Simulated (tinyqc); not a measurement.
Comparisons within one model: density of states of one tight-binding band of a chain. A value that a table varies takes the place of the one given here.

E(k) = -2 t cos(2 pi k) - 2 t2 cos(4 pi k); k in fractions of the reciprocal vectors, mesh k_i = j/N with j = 0 .. N-1. Densities are per cell and per spin, so the band holds one state.

Each interval of the mesh is a segment with E linear in k: n = (E - e1)/(e2 - e1), g = 1/(e2 - e1) between its end values.

Gaussian broadening: g(E) = mean over the mesh of exp(-(E - E_k)^2/(2 sigma^2))/(sigma sqrt(2 pi)), n(E) = mean of erfc((E_k - E)/(sigma sqrt 2))/2.

Parameters, chosen for this exercise: t = 1.58 eV (nearest hopping); t2 = -0.26 eV (second hopping); N2 = 40 (mesh points along each axis in this comparison); sigma = 0.158 eV (Gaussian width); E = -0.35 eV (energy at which the density is wanted).

## Three ways to the same curve

N = N2 here; the reference is the linear method with N = 4000.

g(E) (1/eV):
```
E (eV)  reference  linear segments  Gaussian, sigma  Gaussian, sigma/4  reference n(E)
-2.065      0.213            0.231            0.224              0.250           0.290
-1.490      0.139            0.146            0.144              0.032           0.387
-0.916      0.111            0.107            0.120              0.092           0.458
-0.341      0.097            0.096            0.079              0.000           0.518
0.233       0.090            0.090            0.058              0.000           0.571
0.808       0.087            0.087            0.051              0.000           0.622
1.383       0.088            0.088            0.052              0.000           0.672
1.957       0.093            0.093            0.060              0.000           0.724
2.532       0.105            0.104            0.085              0.000           0.780
3.106       0.138            0.124            0.149              0.469           0.848
```

Root-mean-square errors against the reference: 0.0077 for linear segments, 0.0239 for sigma and 0.1323 for sigma/4. The narrow Gaussian is worse than the wide one, because it resolves the separate mesh levels. The reference is highest at -2.065 eV of the energies listed, and half filling lies between -0.916 and -0.341 eV.

## Convergence with the mesh

At the energy E; the plain count is the share of mesh points below E; the reference is the linear method with N = 4000.

Results:
```
N    points  g linear  n linear  g Gaussian  n Gaussian  n plain count
8         8    0.0908    0.5154      0.3538      0.5898         0.6250
16       16    0.0918    0.5156      0.1769      0.5449         0.5625
32       32    0.0953    0.5162      0.0899      0.5225         0.5312
64       64    0.0977    0.5166      0.0962      0.5166         0.5156
128     128    0.0964    0.5168      0.0977      0.5166         0.5234
256     256    0.0970    0.5168      0.0977      0.5166         0.5195
```

reference n and g: 0.5168  0.0975

The linear n(E) stays within 0.002 of the reference from N = 8 on. The Gaussian g stays within 1 % of its last value from N = 128 on; it tends to the broadened curve, not the true one. At the last mesh it lies 0.000 1/eV from the reference g and the linear g 0.000. The plain count errs by +0.0027 at the last mesh.

## What moves the count of states

Linear method and Gaussian sum with N = 400. Each row changes one parameter from the base and keeps the others.

Results:
```
case              n linear  g linear (1/eV)  n Gaussian  g Gaussian (1/eV)
base                0.5168           0.0974      0.5166             0.0977
t = 1.738 eV        0.5154           0.0888      0.5152             0.0893
E = -0.192 eV       0.5320           0.0949      0.5319             0.0952
sigma = 0.316 eV    0.5168           0.0974      0.5159             0.0985
t2 = -0.181 eV      0.5012           0.1004      0.5010             0.1008
```

The largest shifts from the base row, up to three for each result and ties (the steps differ in size, so this ranks the rows, not the parameters). n linear: t2 -0.0156, E +0.0152, t -0.0015; unchanged at the printed digits by sigma. g linear (1/eV): t -0.0086, t2 +0.0030, E -0.0025; unchanged at the printed digits by sigma. n Gaussian: t2 -0.0156, E +0.0152, t -0.0014. g Gaussian (1/eV): t -0.0084, t2 +0.0030, E -0.0026.

(tinyqc, `OMP_NUM_THREADS=1 python tinyqc.py 1651487 1651488 out.jsonl`, Intel(R) Xeon(R) Processor @ 2.30GHz, 1 thread, shared host, about 0.01 s.)
